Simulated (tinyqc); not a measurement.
What an interlayer buys: scattering of inversion-layer electrons by surface optical phonons of the gate insulator (remote phonon scattering). Computed by tinyqc, a small Python program. Command: `OMP_NUM_THREADS=1 python tinyqc.py 3112055 3112056 out.jsonl sophonon walk`. One thread of a shared host (Intel(R) Xeon(R) Processor @ 2.30GHz), about 0.02 s of CPU time with the checks.

One subband with the Fang-Howard envelope; insulator and channel are half-spaces, the gate is far away, and an interlayer only moves the polar surface away by t (its own modes and its permittivity contrast are left out).

Inputs (values chosen for the exercise, modelled on HfO2 on germanium): static constant of the insulator eps_0s = 22.4; intermediate constant eps_i = 6.56; optical constant eps_inf = 5.12; hbar omega_TO1 = 12.2 meV; hbar omega_TO2 = 49.8 meV; constant of the channel eps_s = 16.2; in-plane mass m = 0.118 m_0; valleys g_v = 4; sheet density n = 7.1e+12 1/cm^2; mean distance of the electrons z0 = 3/b = 2 nm; interlayer thickness t = 1.3 nm; temperature T = 400 K; mobility from other processes = 570 cm^2/(V s).

Screening by the channel electrons: static.

Constants: k_B = 8.617333262e-05 eV/K; hbar^2/(2 m_0) = 3.80998212 eV angstrom^2; e^2/(4 pi eps_0) = 14.39964548 eV angstrom; hbar = 6.582119569e-16 eV s; e = 1.602176634e-19 C; m_0 = 9.1093837015e-31 kg.

Method:
- eps(w) = eps_inf + (eps_0s - eps_i) w1^2/(w1^2 - w^2) + (eps_i - eps_inf) w2^2/(w2^2 - w^2). Surface modes solve eps(w) + eps_s = 0, a quadratic in w^2; the strength of a mode is g = 2/(w d eps/dw).
- Occupation N = 1/(exp(hbar w/(k_B T)) - 1).
- Density of states D = g_v m/(pi hbar^2); eta = E_F/(k_B T) = ln(exp(n/(D k_B T)) - 1); screening wave number q_s = e^2 D/(2 eps_0 eps_avg) x 1/(1 + exp(-eta)), eps_avg = (eps_s + eps_inf)/2; b = 3/z0.
- For a mode of strength g, without the occupation factor, Area x |M(q)|^2 = e^2 hbar w g/(2 eps_0 q) x (b/(b + q))^6 exp(-2 q t) / (1 + (q_s/q) H(q))^2, H = (1 + 9 x/8 + 3 x^2/8)/(1 + x)^3, x = q/b.
- Approximate momentum relaxation rate, taking tau v alike in the initial and final states: 1/tau = (m/(2 pi hbar^3)) sum over modes and over absorption (N, E' = E + hbar w) and emission (N + 1, E' = E - hbar w > 0) of [(1 - f(E'))/(1 - f(E))] int_0^(2 pi) Area |M(q)|^2 (1 - cos theta) d theta, q^2 = k^2 + k'^2 - 2 k k' cos theta, f the Fermi function; 48 midpoints in theta from 0 to pi.
- mu = (e/m) int tau E f (1 - f) dE/(k_B T int f dE), by 300 midpoints from 0 to (max(eta, 0) + 14) k_B T; Matthiessen sum with the other processes.

hbar omega_SO (meV): 1 15.8648, 2 51.5294

strengths g: 1 0.0177696, 2 0.0032280

occupations N: 1 1.71091, 2 0.28910

b = 1.5 1/nm

q_s = 1.08473 1/nm

eta = 0.611128

Against the interlayer thickness:
```
t (nm)  remote-phonon mobility (cm^2/(V s))  total (cm^2/(V s))
0.0                              1.6387e+04              550.84
0.3                              2.6758e+04              558.11
0.6                              4.2847e+04              562.52
1.0                              7.7149e+04              565.82
1.5                              1.4990e+05              567.84
2.0                              2.6984e+05              568.80
3.0                              7.2353e+05              569.55
```

What follows from these numbers?

1 nm of interlayer raises the remote-phonon mobility by a factor 4.71, as exp(2 q t) with an effective q of 0.77 per nm; between 2 and 3 nm the effective q is 0.49. The total goes from 551 to 566 over the first nanometre.

Extremes, crossings and ranges named in words are read from the listed rows.
